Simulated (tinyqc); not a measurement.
# Reverse leakage of an n+-p junction: diffusion, generation, trap-assisted and band-to-band tunnelling, step by step

Program tinyqc, `OMP_NUM_THREADS=1 python tinyqc.py 2290170 2290171 out.jsonl`; Intel Xeon 2.30GHz, shared host, one thread, about 0.01 s. Printed values are rounded.

One-sided abrupt junction in the depletion approximation, x from the junction (0) to W on the p side, field F = F0 (1 - x/W). Flat quasi-Fermi levels, long p side. Traps generate through SRH with both lifetimes shortened by 1 + Gamma (Hurkx enhancement, form for moderate fields); band-to-band generation is local and needs a total bending above Eg.

Inputs (values chosen for the exercise); band and dielectric values those of a made-up semiconductor:
```
symbol,value,unit,meaning
T,350,K,temperature
Eg,1.27,eV,band gap
eps_r,8.85,,relative permittivity
Nc,3.87e19,cm^-3,conduction-band density of states at T
Nv,3.26e19,cm^-3,valence-band density of states at T
Na,1.2e17,cm^-3,acceptor density of the lighter side
Nd,1e20,cm^-3,donor density of the heavier side
tau,1e-7,s,SRH lifetime of both carriers at zero field
Et,0,eV,trap level above the intrinsic level
mt,0.27,m0,tunnelling mass
Dn,25,cm^2/s,electron diffusion coefficient on the lighter side
Ab,3.1e14,cm^-0.5 V^-2.5 s^-1,band-to-band prefactor
Bb,2.22e7,V/cm,band-to-band field constant
VR,1.7,V,reverse bias
```

Constants: q = 1.602176634e-19 C, kB = 1.380649e-23 J/K, hbar = 1.054571817e-34 J s, m0 = 9.1093837015e-31 kg, Vt = kB T/q, eps0 = 8.8541878128e-14 F/cm where lengths are in cm. Results are converted to the units shown.

Range of the model: The n+ side is degenerate, so Vbi from Boltzmann statistics is only a guide.

## Field, scales and diffusion current

ni = sqrt(Nc Nv) exp(-Eg/(2 Vt)), Eg in volts; Vbi = Vt ln(Na Nd/ni^2); W = sqrt(2 eps0 eps_r (Vbi + VR)/(q Na)); F0 = 2 (Vbi + VR)/W; FG = sqrt(24 mt m0 (kB T)^3)/(q hbar); J_diff = q ni^2 sqrt(Dn/tau)(1 - exp(-VR/Vt))/Na.

ni = 2.55192e10 cm^-3
Vbi = 1.12959 V
W = 151.872 nm
F0 = 372.629 kV/cm
FG = 483.028 kV/cm
J_diff = 1.37478e-11 A/cm^2

## Generation rates across the layer

u = (Vbi + VR)(1 - x/W)^2, p = Na exp(-u/Vt), n = Nd exp((u - Vbi - VR)/Vt); G0 = ni^2 (1 - exp(-VR/Vt))/(tau (n + p + 2 ni cosh(Et/Vt))); Gamma = 2 sqrt(3 pi)(F/FG) exp((F/FG)^2); trap-assisted part G0 Gamma; G_bb = Ab F^2.5 exp(-Bb/F) with F in V/cm, zero unless Vbi + VR > Eg, and counted as zero under 1 cm^-3 s^-1. 15 equal steps.

```
point   x (nm)  F (kV/cm)     Gamma  G0 (cm^-3 s^-1)  G0 Gamma (cm^-3 s^-1)  G_bb (cm^-3 s^-1)
0        0.000    372.629   8.58875        6.51229e7              5.59324e8            351.355
1       10.125    347.787   7.42428       1.16196e13             8.62670e13            4.19478
2       20.250    322.945   6.41881       1.11762e17             7.17381e17                  0
3       30.374    298.103   5.54593       1.27595e17             7.07635e17                  0
4       40.499    273.261   4.78372       1.27596e17             6.10383e17                  0
5       50.624    248.419   4.11386       1.27596e17             5.24912e17                  0
6       60.749    223.578   3.52101       1.27596e17             4.49266e17                  0
7       70.874    198.736   2.99217       1.27595e17             3.81786e17                  0
8       80.998    173.894   2.51631       1.27195e17             3.20063e17                  0
9       91.123    149.052   2.08393       7.45513e16             1.55360e17                  0
10     101.248    124.210   1.68681       1.80107e15             3.03807e15                  0
11     111.373     99.368   1.31770       4.28335e13             5.64419e13                  0
12     121.497     74.526  0.970149       2.31376e12             2.24470e12                  0
13     131.622     49.684  0.638269       2.87671e11             1.83611e11                  0
14     141.747     24.842  0.316612       8.23451e10             2.60715e10                  0
15     151.872      0.000         0       5.42690e10                      0                  0
```

## Current components

Each current is q times the trapezoid sum of its rate; J adds J_diff; J_bb under 1e-8 of the sum is given as 0.

J_SRH = 1.54649e-7 A/cm^2
J_TAT = 6.27775e-7 A/cm^2
J_bb = 0 A/cm^2
J = 7.82438e-7 A/cm^2

A fine grid gives J = 7.503e-7 A/cm^2; the coarse sum is 4.3 % above it. On the fine grid the largest part is trap-assisted tunnelling (80.0 %). The simple estimate q ni W/(2 tau cosh(Et/Vt)) is 2.07 times the fine-grid J_SRH of 1.502e-7 A/cm^2, since near both edges n or p is large enough to quench generation.
